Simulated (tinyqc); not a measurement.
WKB tunnelling through a gate dielectric with a two-band (Franz) dispersion: one step. Decay constant through the layer. Three cases, with inputs chosen for the exercise.

Question. Nine points x = j x_e/8.

At depth x the conduction edge lies u(x) = phi - V x/t above the electron. Parabolic: kappa = sqrt(m u/c). Franz: kappa = sqrt(m u (1 - u/Eg)/c), which vanishes at both band edges. c = hbar^2/2m0. T = exp(-2 integral of kappa dx) over the region u > 0; no image force, no prefactor, zero transverse momentum. The region ends at x_e = min(t, phi t/V); x_e < t is the Fowler-Nordheim regime.

Constants: hbar^2/2m0 = 3.80998211 eV angstrom^2.

Give: kappa (1/angstrom).

Case 1.

Values chosen (of the size used for HfO2 on silicon; not measured data): Eg = 5.7 eV (gap of the dielectric); phi = 1.58 eV (barrier above the electron energy at the emitter); m = 0.19 m0 (mass at the conduction edge); t = 16 angstrom (thickness); V = 0.5 V (voltage across the layer).

x_e = 16.0000 angstrom

Answer.

kappa (1/angstrom):
```
x (angstrom)  u (eV)  parabolic   Franz
0.000         1.5800     0.2807  0.2386
2.000         1.5175     0.2751  0.2356
4.000         1.4550     0.2694  0.2325
6.000         1.3925     0.2635  0.2291
8.000         1.3300     0.2575  0.2255
10.000        1.2675     0.2514  0.2217
12.000        1.2050     0.2451  0.2177
14.000        1.1425     0.2387  0.2134
16.000        1.0800     0.2321  0.2089
```

At the emitter the Franz value is 15.0 % below the parabolic one, the factor sqrt(1 - phi/Eg).

Case 2.

Values chosen (of the size used for SiO2 on silicon; not measured data): Eg = 8.7 eV (gap of the dielectric); phi = 3.32 eV (barrier above the electron energy at the emitter); m = 0.57 m0 (mass at the conduction edge); t = 13 angstrom (thickness); V = 1.2 V (voltage across the layer).

x_e = 13.0000 angstrom

Answer.

kappa (1/angstrom):
```
x (angstrom)  u (eV)  parabolic   Franz
0.000         3.3200     0.7048  0.5542
1.625         3.1700     0.6887  0.5490
3.250         3.0200     0.6722  0.5431
4.875         2.8700     0.6553  0.5364
6.500         2.7200     0.6379  0.5289
8.125         2.5700     0.6201  0.5205
9.750         2.4200     0.6017  0.5112
11.375        2.2700     0.5828  0.5010
13.000        2.1200     0.5632  0.4898
```

At the emitter the Franz value is 21.4 % below the parabolic one, the factor sqrt(1 - phi/Eg).

Case 3.

Values chosen (of the size used for Al2O3 on silicon; not measured data): Eg = 7.15 eV (gap of the dielectric); phi = 2.12 eV (barrier above the electron energy at the emitter); m = 0.33 m0 (mass at the conduction edge); t = 34 angstrom (thickness); V = 0.9 V (voltage across the layer).

x_e = 34.0000 angstrom

Answer.

kappa (1/angstrom):
```
x (angstrom)  u (eV)  parabolic   Franz
0.000         2.1200     0.4285  0.3594
4.250         2.0075     0.4170  0.3536
8.500         1.8950     0.4051  0.3473
12.750        1.7825     0.3929  0.3404
17.000        1.6700     0.3803  0.3330
21.250        1.5575     0.3673  0.3248
25.500        1.4450     0.3538  0.3160
29.750        1.3325     0.3397  0.3064
34.000        1.2200     0.3251  0.2960
```

At the emitter the Franz value is 16.1 % below the parabolic one, the factor sqrt(1 - phi/Eg).

Computed by tinyqc, one run a case: `OMP_NUM_THREADS=1 python tinyqc.py N N+1 out.jsonl` with N = 1482026, 1482176, 1482273; one thread of a shared Intel(R) Xeon(R) Processor @ 2.30GHz, about 0.01 s a run at most.
